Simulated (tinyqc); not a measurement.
Undoped gate-all-around wire MOSFET, analytic charge model: one step of the calculation.

An undoped round wire of radius R under an insulator shell and a surrounding gate; long channel, electrons only, n = ni exp((psi - V)/Vt) with V the quasi-Fermi potential (0 at the source, Vd at the drain), constant mobility, no quantisation. The radial Poisson equation gives n(r) = n(0)/(1 - (1 - b) r^2/R^2)^2 with b = Q0/(Q + Q0). Q is the electron charge per area of the wire surface.

Task. Charge at the source by Newton steps. With V = 0: f = Q/Cox + Vt ln(Q/Q0) + Vt ln(1 + Q/Q0) - (Vg - V0); f' = 1/Cox + Vt/Q + Vt/(Q + Q0); Q(new) = Q - f/f'.

Inputs (values chosen for the exercise): temperature T = 300 K; gate voltage Vg = 0.4 V.

Constants: q = 1.602176634e-19 C, kB = 1.380649e-23 J/K, Vt = kB T/q. Results are converted to the units shown.

Q after iteration 1 = 71.326226 nC/cm^2
Cox = 4.7131771 uF/cm^2
Q0 = 177.01481 nC/cm^2
V0 = 0.35779971 V

Find: f; f'; Q after iteration 2.

Result.

f = -0.041813 V
f' = 6.7872e-4 V cm^2/nC
Q after iteration 2 = 132.93 nC/cm^2

Computed by the program tinyqc: `OMP_NUM_THREADS=1 python tinyqc.py 2460114 2460115 out.jsonl`, one thread of a shared Intel Xeon 2.30GHz, about 0.03 s for the whole run.
